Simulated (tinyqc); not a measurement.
Ballistic Schottky-barrier transistor with a two-dimensional channel, WKB contacts: one step of the calculation.

Source Fermi level 0, drain Fermi level -Vd. Far from the contacts Ec = pn - psi, and the gate moves psi one to one; the band edges relax as exp(-x/lam) from pn at the source and pn - Vd at the drain; Ev = Ec - Eg. A carrier of energy w inside the channel band meets at a contact a barrier of height D (the contact edge beyond the channel edge): T = 1 for w >= D, else exp(-S), S = 4 lam sqrt(m/C) [sqrt(D - w) - sqrt(w) arctan sqrt((D - w)/w)], C = hbar^2/(2 m0). The two contacts combine as Ts Td/(Ts + Td - Ts Td).

Question. Transmission of one of the holes. S and T at both contacts for w = w0, and the tunnelling distance lam ln(D/w) at the higher barrier.

Values chosen for this exercise; channel values close to those of a black phosphorus layer: hole mass mp = 0.14 m0; screening length at the contacts lam = 4.5 nm; energy of one carrier inside the channel band w0 = 0.48 eV.

Constants: q = 1.602176634e-19 C, hbar = 1.054571817e-34 J s, m0 = 9.1093837015e-31 kg, hbar^2/(2 m0) = 0.0380998212 eV nm^2. Results are converted to the units shown.

D for holes (eV): source 0.10000000, drain 0.80000000

Find: S at the source; S at the drain; combined T; tunnelling distance.

Answer.

S at the source = 0
S at the drain = 3.1502
combined T = 0.042844
tunnelling distance = 2.2987 nm

Range of the model: No scattering, image-force lowering, channel charge or band-to-band tunnelling; parabolic kappa overstates S deep in the gap.

tinyqc, about 0.4 s, one thread, Intel Xeon 2.30GHz (shared host): `OMP_NUM_THREADS=1 python tinyqc.py 2390037 2390038 out.jsonl`
